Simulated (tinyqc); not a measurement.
MOS inversion layer, Poisson-Schroedinger loop: two steps of the calculation.

Electrons confined at an insulator interface at z = 0, treated as a hard wall; parabolic valleys, Hartree approximation, no image or exchange terms. The depletion charge lies far deeper than the electrons and gives a uniform field q Nd/(eps0 eps_r); the gate balances all charge. Energies are counted from the band edge at the interface.

Parameters, values chosen for the exercise; masses and permittivity close to those of In0.53Ga0.47As: temperature T = 77 K; mass along z of valley set A (1 valley(s)) mz1 = 0.0404 m0; in-plane density-of-states mass of set A md1 = 0.0406 m0; sheet density of electrons Ns = 1.2e12 cm^-2; mesh step hz = 2.4 nm.

Constants: q = 1.602176634e-19 C, kB = 1.380649e-23 J/K, hbar = 1.054571817e-34 J s, m0 = 9.1093837015e-31 kg, Vt = kB T/q, hbar^2/(2 m0) = 0.0380998212 eV nm^2. Results are converted to the units shown.

Task 1. Levels and probability densities. Tridiagonal Hamiltonian with psi = 0 one step beyond both ends: H_ii = C (1/m_(i-1/2) + 1/m_(i+1/2))/hz^2 + V0_i + U_i, H_(i,i+1) = -C/(m_(i+1/2) hz^2), C = hbar^2/(2 m0). The lowest 2 level(s) are kept, normalised to hz sum |psi|^2 = 1. The mass is the same on all intervals.

```
node  fixed potential V0 (eV)  self-consistent potential U at the start (eV)
1                 0.004963235                                              0
2                 0.009926470                                              0
3                 0.014889705                                              0
4                 0.019852941                                              0
5                 0.024816176                                              0
6                 0.029779411                                              0
7                 0.034742646                                              0
8                 0.039705881                                              0
9                 0.044669116                                              0
10                0.049632352                                              0
11                0.054595587                                              0
12                0.059558822                                              0
13                0.064522057                                              0
14                0.069485292                                              0
15                0.074448527                                              0
16                0.079411763                                              0
17                0.084374998                                              0
18                0.089338233                                              0
```

Give: levels; |psi|^2 of A1; |psi|^2 of A2.

Result 1.

levels (eV): A1 0.03708, A2 0.06476

```
node  |psi|^2 of A1 (1/nm)  |psi|^2 of A2 (1/nm)
1                  0.01215               0.01203
2                  0.03954               0.03215
3                  0.06477               0.03568
4                  0.07598               0.01986
5                  0.07172               0.00295
6                  0.05755               0.00207
7                  0.04053               0.01840
8                  0.02555               0.04037
9                  0.01463               0.05544
10                 0.00769               0.05812
11                 0.00373               0.05038
12                 0.00169               0.03759
13                 0.00071               0.02470
14                 0.00028               0.01445
15                 0.00010               0.00752
16                 0.00004               0.00341
17                 0.00001               0.00125
18                 0.00000               0.00027
```

Task 2. Converged levels, occupations and centroid. Level k holds N_k = D_k Vt ln(1 + exp((EF - E_k)/Vt)) with D = md1 m0 q/(pi hbar^2) per eV (spin included); EF is fixed by sum N_k = Ns.

Solve for the levels with V0 + U, find EF, n_i = sum_k N_k |psi_k|^2 (in cm^-3); share of each level N_k/Ns; centroid sum n z/sum n.

```
node  z (nm)  fixed potential V0 (eV)  converged U (eV)
1        2.4              0.004963235        0.03722425
2        4.8              0.009926470        0.06986544
3        7.2              0.014889705        0.09331439
4        9.6              0.019852941        0.10841791
5         12              0.024816176        0.11808633
6       14.4              0.029779411        0.12453615
7       16.8              0.034742646        0.12892644
8       19.2              0.039705881        0.13184246
9       21.6              0.044669116        0.13367416
10        24              0.049632352        0.13474731
11      26.4              0.054595587        0.13533134
12      28.8              0.059558822        0.13562640
13      31.2              0.064522057        0.13576466
14      33.6              0.069485292        0.13582447
15        36              0.074448527        0.13584803
16      38.4              0.079411763        0.13585619
17      40.8              0.084374998        0.13585845
18      43.2              0.089338233        0.13585882
```

Wanted: levels; EF; shares; n; centroid.

Result 2.

levels (eV): A1 0.1344, A2 0.1855
EF = 0.1946 eV
shares (%): A1 85.00, A2 15.00
n, node 1 to 18 (in units of 1e18 cm^-3): 0.616  1.235  1.121  0.730  0.432  0.277  0.198  0.146  0.102  0.066  0.039  0.021  0.011  0.005  0.002  0.001  0.000  0.000
centroid = 8.759 nm

tinyqc, about 0.4 s, one thread, Intel Xeon 2.30GHz (shared host): `OMP_NUM_THREADS=1 python tinyqc.py 2160041 2160042 out.jsonl`
